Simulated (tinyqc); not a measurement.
Three regimes over temperature: precursor delivery and alloy composition in metal-organic vapour-phase epitaxy. Computed by tinyqc, a small Python program. Command: `OMP_NUM_THREADS=1 python tinyqc.py 3009711 3009712 out.jsonl movpe walk`. One thread of a shared host (Intel(R) Xeon(R) Processor @ 2.30GHz), about 0.01 s of CPU time with the checks.

Carrier gas leaves each bubbler saturated. Group-III species cross a boundary layer and react at the surface; element 2 can also desorb. The film is (1)_(1-x) (2)_x V with a zinc-blende cell.

Inputs (values chosen for the exercise, close to those used for AlGaAs from TMAl and TEGa): source 1: a in log10(p/torr) = a - b/T = 8.22; source 1: b = 2134 K; source 1: bath temperature = 24 C; source 1: carrier flow = 26 sccm; source 2: a = 8.08; source 2: b = 2162 K; source 2: bath temperature = 23 C; source 2: carrier flow = 4 sccm; bubbler pressure p_b = 400 torr; group-V hydride flow = 150 sccm; total flow = 14 slm; reactor pressure p = 760 torr; diffusivity D0 at 273.15 K and 760 torr = 0.41 cm^2/s; boundary layer delta = 0.73 cm; prefactor of the surface rate k_s = 4.8e+13 cm/s; energy of k_s = 1.96 eV; prefactor of the loss of element 2 = 4.6e+17 layers/s; energy of the loss = 3.6 eV; lattice constant a = 5.655 angstrom.

Constants: k_B = 1.380649e-23 J/K; k_B = 8.617333262e-05 eV/K.

Method:
- Temperatures in kelvin are T(C) + 273.15.
- Vapour pressure p_v = 10^(a - b/T); precursor flow = carrier flow x p_v/(p_b - p_v); 1 sccm = 44.615 micromol/min; V/III = hydride flow over the sum of both; gas share x_g = F2/(F1 + F2).
- Partial pressure p_i = p F_i/(44615 x total flow in slm); density n_i = p_i/(k_B T), 1 torr = 133.322 Pa; D = D0 (T/273.15)^1.75 (760/p), h = D/delta, the same for both; k_s = prefactor x exp(-energy/(k_B T)); arrival J_i = n_i/(1/h + 1/k_s); in layers per second g_i = J_i a^2/2 (two group-III sites per a^2 on (001)).
- Loss of element 2 is r x with r = prefactor x exp(-energy/(k_B T)). Then x = (g2 - r x)/(g1 + g2 - r x), or r x^2 - (g1 + g2 + r) x + g2 = 0, smaller root; growth rate G = g1/(1 - x) layers/s; one layer is a/2 thick, 1 angstrom/s = 0.36 um/h.

molar flows (micromol/min): F1 32.5734, F2 2.72717

gas share x_g = 0.0772558

Growth:
```
T (C)       k_s/h  r (layers/s)         x  G (um/h)
450    3.4056e-01    3.7466e-08  0.077256    0.7319
500    2.3161e+00    1.5709e-06  0.077256    2.1156
550    1.2393e+01    4.1838e-05  0.077255    2.9377
600    5.4394e+01    7.6513e-04  0.077239    3.2584
650    2.0229e+02    1.0214e-02  0.077041    3.4420
700    6.5413e+02    1.0446e-01  0.075198    3.5860
750    1.8777e+03    8.5127e-01  0.063467    3.6803
800    4.8661e+03    5.7051e+00  0.031503    3.6897
850    1.1544e+04    3.2278e+01  0.008463    3.7296
```

What follows from these numbers?

G peaks at 850 C among these rows. Between the first rows the apparent energy is 1.02 eV, against 1.96 eV for k_s, as control is already mixed; k_s passes h between 450 and 500 C, well above which G depends weakly on T until desorption sets in. Among these rows x stays within 2 % of x_g up to 650 C and then falls, to 0.0085 in the last row, as element 2 desorbs. Caution: trimethylaluminium is largely a dimer in the vapour, which would double its metal flow; it is counted as a monomer here. Caution: in these rows, too, a is fixed and both precursors share one D and k_s.

Extremes, crossings and ranges named in words are read from the listed rows.
